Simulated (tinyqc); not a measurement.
# Worked calculation: space-charge-limited current with shallow traps

Computed by the program tinyqc: `OMP_NUM_THREADS=1 python tinyqc.py 2370149 2370150 out.jsonl`, one thread of a shared Intel Xeon 2.30GHz, about 0.01 s for the whole run. Printed values are rounded.

One carrier type, drift only, an injecting contact at x = 0 (zero field) and thickness L. The share th = y/(1 + y), y = (Nc/Nt) exp(-Et/kB T), of the injected charge is free: J = q mu n F, eps0 eps_r dF/dx = q (n - n0)/th.

Parameters, values chosen for the exercise: temperature T = 300 K; relative permittivity eps_r = 4.3; mobility mu = 0.0017 cm^2/(V s); thickness L = 2600 nm; band density of states Nc = 2.3e20 cm^-3; trap density Nt = 2.8e15 cm^-3; trap depth Et = 0.35 eV; free carrier density in equilibrium n0 = 9e11 cm^-3; voltage V = 5 V.

Constants: q = 1.602176634e-19 C, kB = 1.380649e-23 J/K, Vt = kB T/q, eps0 = 8.8541878128e-14 F/cm where lengths are in cm. Results are converted to the units shown.

Range of the model: Diffusion and a field-dependent mobility are left out. With injecting contacts the diffusion current, about 4 pi^2 Vt th eps0 eps_r mu V/L^3, equals the Mott-Gurney current at V = 35 kB T/q (0.9 V at 300 K), so the drift-only result needs V well above that.

## Limits and characteristic voltages

Ohmic J = q n0 mu V/L; Mott-Gurney J = (9/8) th eps0 eps_r mu V^2/L^3; they cross at Vx = 8 q n0 L^2/(9 th eps0 eps_r); traps fill at V_TFL = q Nt L^2/(2 eps0 eps_r).

th = 0.0977579
ohmic J = 4.71410e-6 A/cm^2
Mott-Gurney J = 1.01249e-4 A/cm^2
Vx = 0.232797 V
V_TFL = 39.8261 V

## The exact current

Exact: with u = n0/n(L), w = -u - ln(1 - u) and v = -u - u^2/2 - ln(1 - u), V = (q n0 L^2/(th eps0 eps_r)) v/w^2 and J = q^2 n0^2 mu L/(th eps0 eps_r w). v/w^2 falls steadily with u, so u follows by bisection.

v/w^2 = 19.0915
u = 0.0670845
w = 0.00235615
J = 1.04799e-4 A/cm^2
exit field over V/L = 1.49135

J is 1.1 % below the plain sum of the two limits; the exit field lies between the ohmic 1 and the Mott-Gurney 1.5.
